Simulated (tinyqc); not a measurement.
Switching kinetics of a ferroelectric film and the memory window of a ferroelectric gate stack: one step, computed by the program tinyqc.

Fields in MV/cm; 1 microcoulomb/cm^2 over eps_0 is 11.29409 MV/cm. In the stack (metal, ferroelectric, interlayer, channel) the channel is taken as a conductor.

Problem. Switched share after the pulse. Merz's law: t1 = t_inf exp[(E_a/E)^alpha] at the mean of the fields before and after switching. NLS: switched share = integral of [1 - exp(-(t/tau)^n)] F(z) dz over z = log10 tau, with the Lorentzian F = (1/pi) w/[(z - log10 t1)^2 + w^2].

Inputs (values chosen for the exercise, for a model film):
```
quantity                   value   unit
time constant t_inf      1.5e-09      s
activation field E_a         5.5  MV/cm
Merz exponent alpha            1      -
dimension n                    3      -
half width w of log10 t     0.99      -
pulse length t_p         1.8e-08      s
```

Kinetics: nucleation-limited (NLS).

E_F before switching = 1.403733 MV/cm

E_F after switching = 1.030720 MV/cm

Give: mean field; switching time t1; switched share.

Solution.

mean field = 1.217 MV/cm

switching time t1 = 1.375e-07 s

switched share = 0.2871

t_p is 0.13 t1. A field higher by 10 % would shorten t1 by a factor 1.5. The step approximation 1/2 + arctan[log10(t_p/t1)/w]/pi gives 0.268.
